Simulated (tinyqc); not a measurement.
What each input does: carrier statistics of a doped semiconductor with parabolic bands.

Eg(T) = Eg0 - al T^2/(T + be); m_de = Mv^(2/3) (ml mt^2)^(1/3); m_dh = (mhh^(3/2) + mlh^(3/2))^(2/3); Nc and Nv from N = 2 (m kB T/(4 pi c))^(3/2) with c = hbar^2/2m0, in 1/angstrom^3; times 1e24 for 1/cm^3.

Energies are counted from Ev, so Ec = Eg. n = Nc F_1/2((EF - Eg)/kT), p = Nv F_1/2(-EF/kT), ND+ = ND/(1 + 2 exp((EF - Eg + ED)/kT)), NA- = NA/(1 + 4 exp((EA - EF)/kT)); neutrality asks p + ND+ = n + NA-. F_j(eta) = (1/Gamma(j + 1)) integral_0^infinity x^j dx/(1 + exp(x - eta)), which tends to exp(eta) for eta << 0.

Constants: hbar^2/2m0 = 3.80998211 eV angstrom^2; kB = 8.617333262e-05 eV/K.

Inputs chosen for the exercise (near those of GaSb; shifted at random, so the results belong to these values and not to a real crystal):
- Eg0 = 0.8133 eV (gap at 0 K)
- al = 0.00042 eV/K (Varshni alpha)
- be = 140 K (Varshni beta)
- ml = 0.0387 m0 (longitudinal electron mass)
- mt = 0.0387 m0 (transverse electron mass)
- Mv = 1 (equivalent valleys)
- mhh = 0.399 m0 (heavy-hole mass)
- mlh = 0.0498 m0 (light-hole mass)
- ND = 1.5e+15 1/cm^3 (donors)
- NA = 8.6e+16 1/cm^3 (acceptors)
- ED = 0.00297 eV (donor level below Ec)
- EA = 0.0129 eV (acceptor level above Ev)
- T = 200 K

Neutrality solved anew for each case.

Results for these values:
```
case  EF (eV)  n (1/cm^3)  p (1/cm^3)
base   0.0673       0.291    7.20e+16
```

What happens to each result for EA = 0.0193 eV, all else kept?

Answer: EF rises from 0.0673 to 0.0682; n rises from 0.291 to 0.307; p falls from 7.20e+16 to 6.82e+16.

The same for each parameter in turn:
```
case                 EF (eV)  n (1/cm^3)  p (1/cm^3)
base                  0.0673       0.291    7.20e+16
T = 240 K             0.0855    1.55e+03    7.53e+16
ND = 3e+15 1/cm^3     0.0676       0.296    7.07e+16
NA = 4.3e+16 1/cm^3   0.0784       0.553    3.80e+16
Eg0 = 0.8633 eV       0.0673      0.0160    7.20e+16
mt = 0.0464 m0        0.0673       0.348    7.20e+16
mhh = 0.4788 m0       0.0713       0.367    7.43e+16
EA = 0.0193 eV        0.0682       0.307    6.82e+16
```

tinyqc: `OMP_NUM_THREADS=1 python tinyqc.py 1680696 1680697 out.jsonl`; about 0.01 s, one thread, shared Intel(R) Xeon(R) Processor @ 2.30GHz.
